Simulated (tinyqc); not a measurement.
Energy relaxation with and without hot phonons: decay of LO phonons and the hot-phonon bottleneck in the cooling of electrons. Computed by tinyqc, a small Python program. Command: `OMP_NUM_THREADS=1 python tinyqc.py 3031879 3031880 out.jsonl hotphonon walk`. One thread of a shared host (Intel(R) Xeon(R) Processor @ 2.30GHz), about 0.01 s of CPU time with the checks.

n(E, T) = 1/(exp(E/(k_B T)) - 1) is the Bose occupation. Electrons have a temperature T_e; the LO modes within their reach share one occupation N; the decay products stay at the lattice temperature.

Inputs (values chosen for the exercise, modelled on indium phosphide):
```
quantity                                             value    unit
LO energy hbar omega                                  43.5     meV
lifetime at T = 0, tau_0                               9.8      ps
share f of the energy in the softer product           0.19       -
lattice temperature T                                  300       K
electron mass m*                                    0.0767     m_0
eps_inf                                               9.71       -
static dielectric constant eps_s                      12.2       -
electron density n                                 3.6e+17  1/cm^3
density of LO modes that the electrons reach, N_m  3.9e+19  1/cm^3
```

Decay channel: two unequal phonons (Ridley).

Constants: k_B = 8.617333262e-05 eV/K; c = 299792458 m/s; e^2/(4 pi eps_0) = 14.39964548 eV angstrom; hbar^2/(2 m_0) = 3.80998212 eV angstrom^2; hbar = 6.582119569e-16 eV s; e = 1.602176634e-19 C; k_B = 1.380649e-23 J/K.

Method:
- Decay rate 1/tau = (1/tau_0) [1 + n(f hbar omega) + n((1 - f) hbar omega)].
- Full width Gamma = 1/(2 pi c tau) in 1/cm, c in cm/s.
- Froehlich coupling alpha = (e^2/(4 pi eps_0)) (1/eps_inf - 1/eps_s) k_0/(2 hbar omega), k_0 = sqrt(m* hbar omega/(hbar^2/(2 m_0))); emission time tau_sp = hbar/(2 alpha hbar omega); bottleneck ratio r = (n/N_m) tau/tau_sp.
- Net emission per electron: [(N + 1) x - N]/tau_sp with x = exp(-hbar omega/(k_B T_e)), a simple two-level balance; steady state of the modes: n [(N + 1) x - N]/tau_sp = N_m (N - N_0)/tau; power per electron P = hbar omega [(N + 1) x - N]/tau_sp.
- P(T_e) = (hbar omega/tau_sp) [(N_0 + 1) x - N_0]/[1 + r (1 - x)], and r = 0 without hot phonons; energy relaxation time tau_E = (3/2) k_B (T_e - T)/P.

emission time tau_sp = 73.4874 fs

equilibrium LO occupation N_0 = 0.228320

bottleneck ratio r = 0.307868

phonon lifetime tau = 2.45098 ps

Cooling:
```
T_e (K)  P, cold phonons (nW)  P, hot phonons (nW)   ratio  tau_E (ps)        N
330                    3.5791               2.8836  1.2412     0.21546  0.23768
380                    9.2050               7.5062  1.2263     0.22072  0.25269
450                    16.288               13.488  1.2076     0.23031  0.27211
600                    28.571               24.313  1.1751     0.25554  0.30724
800                    40.328               35.249  1.1441     0.29376  0.34275
1100                   51.967               46.678  1.1133     0.35494  0.37985
1600                   63.319               58.450  1.0833     0.46061  0.41806
2300                   71.883               67.771  1.0607     0.61117  0.44832
```

What follows from these numbers?

Reabsorption cuts the loss by a factor 1.24 at the lowest T_e and 1.06 at the highest; the factor is 1 + r (1 - x) with r = 0.308. tau_E runs from 0.22 to 0.61 ps, with its shortest value, 0.22 ps, at T_e = 330 K, against tau_sp = 73 fs and a phonon lifetime of 2.5 ps. Pauli blocking is left out, as are upper valleys and non-parabolic bands, which can matter above about 1000 K.

Extremes, crossings and ranges named in words are read from the listed rows.
